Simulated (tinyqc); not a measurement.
Thin-film transistor with exponential tail and deep states, accumulation layer: one step of the calculation.

An undoped film in accumulation, thicker than the space-charge layer. With band bending psi the Fermi level lies E0 - psi below the band edge. Free electrons n = n0 exp(psi/Vt) carry the current; electrons in two exponential distributions of traps, a = a0 exp(psi/Va) and d = d0 exp(psi/Vp), do not. Linear regime, ohmic contacts, traps in equilibrium.

Problem. Free and total charge, current. Va = kB Tt/q, Vp = kB Td/q. G(psi) = sum over the three kinds of c0 [V (exp(psi/V) - 1) - psi], field F = sqrt(2 q G/(eps0 eps_r)); Vg = psi + eps0 eps_r F/Ci at the surface. Total charge Q = Ci (Vg - psi_s); free charge Qf = q times the integral of n0 (exp(psi/Vt) - 1)/F over psi from 0 to psi_s; I = (W/L) mb Qf Vd; effective mobility mb Qf/Q.

Values chosen for this exercise; values close to those of amorphous indium gallium zinc oxide: temperature T = 290 K; relative permittivity of the semiconductor eps_r = 10; band mobility mb = 23 cm^2/(V s); characteristic temperature of the tail Tt = 410 K; characteristic temperature of the deep states Td = 1990 K; gate capacitance Ci = 17 nF/cm^2; ratio W/L WL = 5; drain voltage Vd = 0.1 V; gate voltage above flat band Vg = 9.1 V.

Constants: q = 1.602176634e-19 C, kB = 1.380649e-23 J/K, Vt = kB T/q, eps0 = 8.8541878128e-14 F/cm where lengths are in cm. Results are converted to the units shown.

psi_s = 0.620944818 V
n0 = 5.91877215e6 cm^-3
a0 = 3.77957406e10 cm^-3
d0 = 1.20429062e15 cm^-3

Wanted: surface densities; Q; Qf; effective mobility; I.

Solution.

surface densities (cm^-3): free 3.659e17, tail 1.622e18, deep 4.501e16
Q = 144.1 nC/cm^2
Qf = 13.06 nC/cm^2
effective mobility = 2.084 cm^2/(V s)
I = 150.2 nA

Computed by the program tinyqc: `OMP_NUM_THREADS=1 python tinyqc.py 2610132 2610133 out.jsonl`, one thread of a shared Intel Xeon 2.30GHz, about 0.02 s for the whole run.
